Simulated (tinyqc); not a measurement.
From results back to parameters: cyclotron resonance of ellipsoidal valleys, Ge type. Two cases, with inputs chosen for the exercise.

Problem. The cyclotron masses of the valleys [111] and [11-1] at this angle were computed from hidden ml and mt.

Valleys along [111], [-111], [1-11], [11-1], mass ml along the axis and mt across it. B lies in the (1-10) plane, b = (sin(theta)/sqrt2, sin(theta)/sqrt2, cos(theta)). For the angle phi between B and the axis, 1/mc^2 = cos^2(phi)/mt^2 + sin^2(phi)/(mt ml). Resonance: h nu = 2 muB B/mc, h = 2 pi hbar.

Case 1.

Values chosen (out of a larger set: near those of Ge; not measured data): theta = 63 degrees (angle of B from [001] towards [110]).

mc of [111] = 0.080797 m0
mc of [11-1] = 0.158241 m0

Case 2.

Values chosen (out of a larger set: near those of Ge; not measured data): theta = 16 degrees (angle of B from [001] towards [110]).

mc of [111] = 0.103467 m0
mc of [11-1] = 0.209283 m0

Find: X = 1/mt^2; Y = 1/(mt ml); mt; ml.

Solution.

Case 1.

X = 1/mt^2 = 156.25
Y = 1/(mt ml) = 7.778
mt = 0.080 m0
ml = 1.61 m0

With cos^2(phi) = 0.9793 and 0.2166, the two values of 1/mc^2 are linear equations for X and Y; mt = 1/sqrt(X), ml = sqrt(X)/Y.

Case 2.

X = 1/mt^2 = 148.72
Y = 1/(mt ml) = 7.454
mt = 0.082 m0
ml = 1.64 m0

With cos^2(phi) = 0.6085 and 0.1089, the two values of 1/mc^2 are linear equations for X and Y; mt = 1/sqrt(X), ml = sqrt(X)/Y.

Computed by tinyqc, one run a case: `OMP_NUM_THREADS=1 python tinyqc.py N N+1 out.jsonl` with N = 1282208, 1282229; one thread of a shared Intel(R) Xeon(R) Processor @ 2.30GHz, about 0.01 s a run at most.
